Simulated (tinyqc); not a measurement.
MOS inversion layer, Poisson-Schroedinger loop: one step of the calculation.

Electrons confined at an insulator interface at z = 0, treated as a hard wall; parabolic valleys, Hartree approximation, no image or exchange terms. The depletion charge lies far deeper than the electrons and gives a uniform field q Nd/(eps0 eps_r); the gate balances all charge. Energies are counted from the band edge at the interface.

Problem. Levels and probability densities. Tridiagonal Hamiltonian with psi = 0 one step beyond both ends: H_ii = C (1/m_(i-1/2) + 1/m_(i+1/2))/hz^2 + V0_i + U_i (+ dE for the set B), H_(i,i+1) = -C/(m_(i+1/2) hz^2), C = hbar^2/(2 m0). The lowest 2 level(s) of each valley set are kept, normalised to hz sum |psi|^2 = 1. The mass is the same on all intervals.

Values chosen for this exercise; masses and permittivity close to those of germanium (111): mass along z of valley set A (1 valley(s)) mz1 = 1.57 m0; mass along z of valley set B (3 valley(s)) mz2 = 0.0937 m0; extra shift of set B (strain) dE = 0 eV; mesh step hz = 1.1 nm.

Constants: q = 1.602176634e-19 C, hbar = 1.054571817e-34 J s, m0 = 9.1093837015e-31 kg, hbar^2/(2 m0) = 0.0380998212 eV nm^2. Results are converted to the units shown.

```
node  fixed potential V0 (eV)  self-consistent potential U at the start (eV)
1                  0.02879288                                              0
2                  0.05758575                                              0
3                  0.08637863                                              0
4                  0.11517151                                              0
5                  0.14396438                                              0
6                  0.17275726                                              0
7                  0.20155014                                              0
8                  0.23034302                                              0
9                  0.25913589                                              0
10                 0.28792877                                              0
11                 0.31672165                                              0
12                 0.34551452                                              0
13                 0.37430740                                              0
14                 0.40310028                                              0
15                 0.43189315                                              0
```

Wanted: levels; |psi|^2 of A1; |psi|^2 of A2; |psi|^2 of B1; |psi|^2 of B2.

Solution.

levels (eV): A1 0.0572, A2 0.0956, B1 0.1515, B2 0.2634

```
node  |psi|^2 of A1 (1/nm)  |psi|^2 of A2 (1/nm)  |psi|^2 of B1 (1/nm)  |psi|^2 of B2 (1/nm)
1                   0.6610                0.2138                0.0719                0.0675
2                   0.2256                0.3800                0.1923                0.1144
3                   0.0214                0.2763                0.2363                0.0439
4                   0.0010                0.0369                0.1932                0.0009
5                   0.0000                0.0021                0.1192                0.0653
6                   0.0000                0.0001                0.0592                0.1527
7                   0.0000                0.0000                0.0246                0.1769
8                   0.0000                0.0000                0.0087                0.1392
9                   0.0000                0.0000                0.0027                0.0835
10                  0.0000                0.0000                0.0007                0.0405
11                  0.0000                0.0000                0.0002                0.0164
12                  0.0000                0.0000                0.0000                0.0057
13                  0.0000                0.0000                0.0000                0.0017
14                  0.0000                0.0000                0.0000                0.0004
15                  0.0000                0.0000                0.0000                0.0001
```

tinyqc, about 0.9 s, one thread, Intel Xeon 2.30GHz (shared host): `OMP_NUM_THREADS=1 python tinyqc.py 2160049 2160050 out.jsonl`
